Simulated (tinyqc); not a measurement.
Grain growth, pinning, strength and diffusional creep of a polycrystal or thin film: one step, computed by the program tinyqc. Command: `OMP_NUM_THREADS=1 python tinyqc.py 3005269 3005270 out.jsonl grain walk`. One thread of a shared host (Intel(R) Xeon(R) Processor @ 2.30GHz), about 0.01 s of CPU time with the checks.

One mean grain size d describes the structure.

Task: Mobility and the sizes at which growth stops. M = M0 exp(-Q_m/(k_B T)). The driving pressure is 2 gamma/d. Zener pinning pressure 3 f gamma/(2 r) stops growth at d_Z = 4 r/(3 f). Grooves where boundaries meet the surface have the angle theta = arcsin(gamma/(2 gamma_s)) and are taken to stop growth at d_h = h/(2 theta), a few film thicknesses; the limit is 1/d_lim = 1/d_Z + 1/d_h.

Inputs (values chosen for the exercise, modelled on nickel):
```
quantity                                    value       unit
boundary energy gamma                        0.78      J/m^2
mobility prefactor M0                     3.5e-05  m^4/(J s)
activation energy of boundary motion Q_m     1.43         eV
anneal temperature T                          670          K
particle volume fraction f                 0.0026          -
particle radius r                             2.1         nm
film thickness h                               58         nm
surface energy gamma_s                        2.7      J/m^2
```

Sample: thin film on a substrate.

Constants: k_B = 8.617333262e-05 eV/K.

Give: mobility M; Zener size d_Z; groove angle theta; groove limit d_h; limit d_lim.

Result:

mobility M = 6.1309e-16 m^4/(J s)

Zener size d_Z = 1076.9 nm

groove angle theta = 0.14495 rad

groove limit d_h = 200.07 nm

limit d_lim = 168.72 nm

The grooves set the tighter limit.
